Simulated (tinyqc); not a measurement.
Undoped symmetric double-gate MOSFET, analytic potential model: one step of the calculation.

An undoped body of thickness ts between two equal insulators and tied gates; long channel, electrons only, n = ni exp((psi - V)/Vt) with V the quasi-Fermi potential (0 at the source, Vd at the drain), constant mobility, no quantisation. Across the body psi(x) = V - 2 Vt ln[(ts/(2 beta)) sqrt(q ni/(2 eps0 eps_r Vt)) cos(2 beta x/ts)], x from the centre. Q is the electron charge per area of the whole body.

Task. beta at the source by Newton steps. With V = 0: f = ln(beta) - ln(cos beta) + 2 r beta tan(beta) - (Vg - V0)/(2 Vt); f' = 1/beta + tan(beta) + 2 r [tan(beta) + beta/cos^2(beta)]; beta(new) = beta - f/f'.

Values chosen for this exercise:
```
symbol  value  unit       meaning
T         300     K   temperature
Vg       0.66     V  gate voltage
```

Constants: q = 1.602176634e-19 C, kB = 1.380649e-23 J/K, Vt = kB T/q. Results are converted to the units shown.

beta at the start = 1.2
r = 0.17452659
V0 = 0.70588550 V

Wanted: f; f'; beta after iteration 1.

Result.

f = 3.1623
f' = 7.4934
beta after iteration 1 = 0.77799

tinyqc, about 0.01 s, one thread, Intel Xeon 2.30GHz (shared host): `OMP_NUM_THREADS=1 python tinyqc.py 2440042 2440043 out.jsonl`
